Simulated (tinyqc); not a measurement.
# Resistance of a tapered via with liner, size effect and interface: what changes with what

A round via whose diameter grows from db at the bottom as D(z) = db + 2 z/tan(ang). The fill, of diameter D - 2 tl, starts above the bottom liner (thickness fb tl) and has rho = rho0 (1 + ks lam/(D - 2 tl)); the sidewall liner conducts in parallel with it. The bottom liner and the interface are crossed over the full area pi db^2/4. Spreading in the lines above and below is left out.

Values chosen for this exercise; fill metal close to ruthenium:
- db = 57 nm (diameter at the bottom)
- hv = 190 nm (height)
- ang = 85 degrees (sidewall angle)
- rho0 = 7.93 uohm cm (bulk resistivity of the fill)
- lam = 6.64 nm (mean free path of the fill)
- ks = 0.6 (size-effect factor)
- tl = 0.3 nm (liner on the sidewall)
- fb = 0.5 (liner at the bottom over that on the sidewall)
- rl = 360 uohm cm (resistivity of the liner)
- ri = 2.5e-12 ohm cm^2 (interface resistivity at the bottom)
- Sb = 1.5e15 S/m^2 (ballistic conductance per area, about 3/(4 rho0 lam))
- rho2 = 5.33 uohm cm (bulk resistivity of the second fill (close to tungsten))
- lam2 = 15.7 nm (its mean free path)
- tl2 = 1.9 nm (its liner)

Each table varies one quantity; the others keep the values above.

## Via resistance against the diameter at the bottom

Slices between z0 = fb tl and hv, evaluated at their midpoints: conductance per length pi/4 [(D - 2 tl)^2/rho + (D^2 - (D - 2 tl)^2)/rl], slice resistance = slice height over that. 2000 slices. R_fill = sum of the slices; R_bottom = rl fb tl/(pi db^2/4); R_interface = ri/(pi db^2/4); ballistic (Sharvin) limit 1/(Sb pi (db - 2 tl)^2/4); ideal cylinder rho0 hv/(pi db^2/4).

Results:

| db (nm) | R_fill (ohm) | R_bottom (ohm) | R_interface (ohm) | R (ohm) | ballistic limit (ohm) | R over ideal cylinder | largest part |
|---|---|---|---|---|---|---|---|
| 6 | 129.1 | 19.10 | 8.842 | 157.0 | 29.11 | 0.2947 | fill |
| 8.3 | 78.93 | 9.980 | 4.621 | 93.53 | 14.32 | 0.3359 | fill |
| 11 | 51.99 | 5.682 | 2.631 | 60.30 | 7.848 | 0.3803 | fill |
| 16 | 29.85 | 2.686 | 1.243 | 33.78 | 3.579 | 0.4507 | fill |
| 22 | 18.47 | 1.421 | 0.6577 | 20.55 | 1.853 | 0.5185 | fill |
| 42 | 6.659 | 0.3898 | 0.1804 | 7.229 | 0.4952 | 0.6647 | fill |
| 58 | 3.890 | 0.2044 | 0.09462 | 4.189 | 0.2576 | 0.7345 | fill |
| 80 | 2.233 | 0.1074 | 0.04974 | 2.391 | 0.1346 | 0.7975 | fill |

Estimate the missing row, db = 30 nm.

Computed row:

| db (nm) | R_fill (ohm) | R_bottom (ohm) | R_interface (ohm) | R (ohm) | ballistic limit (ohm) | R over ideal cylinder | largest part |
|---|---|---|---|---|---|---|---|
| 30 | 11.42 | 0.7639 | 0.3537 | 12.54 | 0.9820 | 0.5884 | fill |

With this row back in the table: R falls from 157 to 2.39 ohm. The fill is the largest part at db = 6 and in all other rows. R goes as db^(-1.60) between the first two rows and db^(-1.74) between the last two; area alone gives -2.

## Via resistance against the interface resistivity at the bottom

Same model as above.

2000 slices.

The same in every row: R_fill (ohm) = 4.006; R_bottom (ohm) = 0.2116; ballistic limit (ohm) = 0.2668.

Via resistance against the interface resistivity at the bottom:

| ri (ohm cm^2) | R_interface (ohm) | R (ohm) | R over ideal cylinder | largest part |
|---|---|---|---|---|
| 2e-13 | 0.007838 | 4.225 | 0.7156 | fill |
| 5e-13 | 0.01959 | 4.237 | 0.7176 | fill |
| 1e-12 | 0.03919 | 4.257 | 0.7209 | fill |
| 2e-12 | 0.07838 | 4.296 | 0.7276 | fill |
| 6e-12 | 0.2351 | 4.453 | 0.7541 | fill |
| 1e-11 | 0.3919 | 4.609 | 0.7806 | fill |
| 3e-11 | 1.176 | 5.393 | 0.9134 | fill |

What does the table show?

R rises from 4.23 to 5.39 ohm. The fill is the largest part at ri = 2e-13 and in all other rows. The share of the two bottom terms goes from 5.19 to 25.7 %.

## Two fill metals against the diameter

2000 slices. R_fill = sum of the slices; R_bottom = rl fb tl/(pi db^2/4); R_interface = ri/(pi db^2/4). The second fill has rho2, lam2 and tl2 in place of rho0, lam and tl.

Two fill metals against the diameter:

| db (nm) | R, first fill (ohm) | R, second fill (ohm) | ratio second/first |
|---|---|---|---|
| 6 | 157.0 | 536.4 | 3.416 |
| 8.5 | 90.10 | 203.9 | 2.263 |
| 12 | 52.70 | 93.39 | 1.772 |
| 17 | 30.74 | 45.94 | 1.494 |
| 24 | 17.91 | 23.58 | 1.316 |
| 35 | 9.765 | 11.55 | 1.183 |
| 49 | 5.582 | 6.132 | 1.098 |
| 70 | 3.024 | 3.124 | 1.033 |
| 100 | 1.605 | 1.582 | 0.9860 |

What does the comparison show?

The ratio goes from 3.42 to 0.986. The two fills give the same R at db = 88.9 nm; below it the first gives the lower R. Ratios within a few per cent of 1 are a tie, given that ballistic terms are left out.

Computed by the program tinyqc: `OMP_NUM_THREADS=1 python tinyqc.py 2750008 2750009 out.jsonl`, one thread of a shared Intel Xeon 2.30GHz, about 0.01 s for the whole run.
